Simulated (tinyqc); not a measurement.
A barrier in a uniform field, exact transmission by Airy functions: one step of the calculation.

The left lead has its band edge at 0, the barrier edge falls as U(x) = U0 - F x with F = V/d for 0 < x < d, and the right lead has its edge at -V. No transverse momentum; C = hbar^2/(2 m0); psi and psi'/m are continuous. M carries (psi, psi'/m) across the barrier.

Question. Transmission, exact and WKB. With M acting on (psi, psi'/m) and v = k/m in each lead, T(E) = 4 vL vR/[(vL vR M12 - M21)^2 + (vR M11 + vL M22)^2]. WKB: exp(-S), S = (4/(3 F)) sqrt(m1/C) [max(U0 - E, 0)^1.5 - max(U0 - F d - E, 0)^1.5].

Inputs (values chosen for the exercise); U0 - E and the mass are of the order of those of zirconium oxide on silicon; the mass of the right lead is set freely:
- U0 = 1.69 eV (barrier edge at x = 0)
- m1 = 0.25 m0 (mass in the barrier)
- E = 0.27 eV (electron energy)
- d = 2.2 nm (barrier width)
- V = 1.2 V (voltage across the barrier)

Constants: q = 1.602176634e-19 C, hbar = 1.054571817e-34 J s, m0 = 9.1093837015e-31 kg, hbar^2/(2 m0) = 0.0380998212 eV nm^2. Results are converted to the units shown.

M (M12 in nm, M21 in 1/nm):
```
           1          2
1  101.11016  8.5772827
2  631.90499  53.615064
```

vL = 3.7276517 1/nm
vR = 7.8886258 1/nm

Wanted: T(E); S; exp(-S); ratio T(E)/exp(-S).

Answer.

T(E) = 1.033e-4
S = 9.949
exp(-S) = 4.776e-5
ratio T(E)/exp(-S) = 2.162

Range of the model: Masses are held fixed, although real bands cease to be parabolic a few tenths of an eV from their edges.

Computed by the program tinyqc: `OMP_NUM_THREADS=1 python tinyqc.py 2580110 2580111 out.jsonl`, one thread of a shared Intel Xeon 2.30GHz, about 0.02 s for the whole run.
